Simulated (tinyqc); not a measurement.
Thermoelectric coefficients of a parabolic band, Landauer integrals: one step of the calculation.

Bulk parabolic band, x = (E - Ec)/kB T, C = hbar^2/(2 m0), kB T in eV. Modes per area gv m kB T x/(4 pi C) times the back-scattering length l0 x^rr give the transport function s0 X(x), s0 = (2 q^2/h) gv m kB T l0/(4 pi C), X = x^(1 + rr). I_k = int X (x - eta)^k w dx, w = 1/(4 cosh^2((x - eta)/2)).

Problem. Power factor and figure of merit. Power factor S^2 sigma, ZT = S^2 sigma T/(kappa_e + kL).

Inputs (values chosen for the exercise): temperature T = 300 K; lattice thermal conductivity kL = 0.33 W/(m K).

sigma = 6500.5182 S/cm
S = -74.569064 uV/K
kappa_e = 4.0052040 W/(m K)

Find: power factor; ZT; electronic share of kappa.

Solution.

power factor = 3.6146 mW/(m K^2)
ZT = 0.25014
electronic share of kappa = 92.388 %

Range of the model: Parabolic bands, elastic scattering and a fixed kL make these model figures, not those of a material.

tinyqc, about 0.1 s, one thread, Intel Xeon 2.30GHz (shared host): `OMP_NUM_THREADS=1 python tinyqc.py 2800119 2800120 out.jsonl`
